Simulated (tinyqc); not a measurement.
# Anisotropic wet etching of Si(100): plane rates, V-grooves, membranes and undercut, step by step

A worked calculation. Computed by tinyqc, a small Python program that keeps every step. Command: `OMP_NUM_THREADS=1 python tinyqc.py 3025320 3025321 out.jsonl wetetch walk`. One thread of a shared host (Intel(R) Xeon(R) Processor @ 2.30GHz), about 0.01 s of CPU time with the checks. Intermediate numbers are printed to about 5 digits and carried at full precision; extremes and crossings named in words are read from the listed rows.

A long slot opens the mask on a (100) wafer. The floor etches at R100; (111) walls stand at theta = arctan(sqrt2) = 54.7356 degrees to the surface and recede at R111 along their normal.

Inputs (values chosen for the exercise, close to those used for potassium hydroxide solutions):
```
quantity                                                                    value     unit
prefactor k0 of the (100) rate                                            5.5e+08   um/min
activation energy of (100), E                                                0.59       eV
ratio (100)/(111) at 80 C                                                      57        -
extra energy of (111), dE                                                   0.074       eV
ratio (100)/oxide at 80 C                                                     190        -
extra energy of the oxide, dE_ox                                              0.2       eV
corner undercut rate over (100) rate, c                                         3        -
bath temperature T                                                             95        C
width w (mask opening along <110>, or membrane width in the design step)      160       um
misalignment of the mask                                                        0  degrees
etch time t                                                                    40      min
wafer thickness d                                                             380       um
membrane thickness wanted                                                      12       um
```

Constants: k_B = 8.617333262e-05 eV/K.

## Rates

R100 = k0 exp(-E/(k_B T)); a ratio given at 80 C scales as exp[(extra energy/k_B)(1/T - 1/353.15 K)]; R111 and R_ox follow by division. Temperatures in kelvin are T(C) + 273.15.

R100 = 4.6087 um/min

R111 = 0.089275 um/min

R_ox = 0.031704 um/min

anisotropy R100/R111 = 51.623

## Shape after the time t

A misaligned edge exposes ledges and adds R100 sin(misalignment) to the lateral rate (a simple estimate): u = R111/sin(theta) + R100 sin(misalignment). Top width W = w + 2 u t; floor width b = W - 2 z/tan(theta) = W - sqrt2 z. The floor lasts until b = 0, at t_V = w/(sqrt2 R100 - 2u); depth z = R100 t before t_V and W/sqrt2 after.

lateral rate u = 0.10934 um/min

time t_V to close the V = 25.401 min

top width W = 168.75 um

depth z = 119.32 um

floor width b = 0 um

The groove has closed to a V and now deepens at sqrt2 u = 0.155 um/min, 3.4 % of R100.

## Designing a membrane from the back side

Etch depth d - membrane, time = depth/R100; for a membrane as wide as w the opening must be w + sqrt2 depth - 2 u time; oxide mask consumed R_ox x time; a 1 K error changes the depth by the fraction E/(k_B T^2); a convex mask corner, such as that of a mesa, would retreat by c x depth.

time to reach the membrane = 79.849 min

opening needed = 662.97 um

oxide consumed = 2531.5 nm

depth error per kelvin = 18.590 um

retreat of a convex corner = 1104 um

The error per kelvin is 155 % of the membrane, so a timed etch cannot hold it and an etch stop is needed. The oxide loss calls for a nitride mask. A corner retreat larger than the depth shows why mesas need compensation structures. Caution: rates also depend on concentration, doping, additives and stirring, all held fixed here.

## Speed against selectivity over temperature

Each row etches to the depth d - membrane; undercut per side = (R111/sin(theta) + R100 sin(misalignment)) x time.

Etching to a fixed depth:
```
T (C)  R100 (um/min)  R100/R111  time (h)  undercut (um)  oxide consumed (nm)
30            0.0855     85.124    71.764         5.2947                655.1
40            0.1758     77.762    34.889         5.7960                836.6
50            0.3458     71.436    17.736         6.3093               1052.3
60            0.6532     65.959     9.390         6.8331               1305.4
70            1.1889     61.186     5.159         7.3662               1599.3
80            2.0918     57.000     2.932         7.9071               1936.8
90            3.5676     53.308     1.719         8.4547               2321.1
100           5.9129     50.035     1.037         9.0078               2754.7
```

From 30 to 100 C the time falls by a factor 69.2, while the oxide loss grows by 4.20 and the undercut by 1.70: the slower planes and the mask have the higher activation energies, so heat costs selectivity.

Checks made by the program: depth against time integration (relative difference below 1e-10).
